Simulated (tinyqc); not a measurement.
All hoppings scaled: three-band tight binding of a dichalcogenide monolayer.

Parameters, chosen for this exercise (near a published set for monolayer MoTe2; not measured data):

| symbol | value | unit | meaning |
|---|---|---|---|
| e1 | 0.599 | eV | level of dz2 |
| e2 | 1.965 | eV | level of dxy and dx2-y2 |
| t0 | -0.17 | eV | hopping |
| t1 | 0.23 | eV | hopping |
| t2 | 0.384 | eV | hopping |
| t11 | 0.208 | eV | hopping |
| t12 | 0.239 | eV | hopping |
| t22 | 0.253 | eV | hopping |
| lam | 0.106 | eV | spin-orbit constant |

The six hoppings are multiplied by f; e1, e2 and lam stay (real strain also moves e1 and e2, so this is no model of it). Closed forms: Ev(K) = e2 - (3/2)(t11 + t22) - 3 sqrt3 t12 + lam, Ec(K) = e1 - 3 t0, Ev(Gamma) = e1 + 6 t0.

Gaps (eV):

| f | direct gap at K | Ev(K) - Ev(Gamma) | Ec(K) - top of valence band |
|---|---|---|---|
| 0.85 | 0.6049 | 0.6956 | 0.6049 |
| 0.90 | 0.7270 | 0.6500 | 0.7270 |
| 0.94 | 0.8248 | 0.6134 | 0.8248 |
| 0.97 | 0.8981 | 0.5860 | 0.8981 |
| 1.00 | 0.9714 | 0.5586 | 0.9714 |
| 1.03 | 1.0447 | 0.5312 | 1.0447 |
| 1.06 | 1.1180 | 0.5038 | 1.1180 |
| 1.10 | 1.2157 | 0.4673 | 1.2157 |

The direct gap changes by +24.4 meV for each per cent of f. The top of the valence band stays at K over the range.

Run: tinyqc, `OMP_NUM_THREADS=1 python tinyqc.py 1450151 1450152 out.jsonl`; Intel(R) Xeon(R) Processor @ 2.30GHz, one thread, shared host; about 0.02 s of CPU time with all checks.
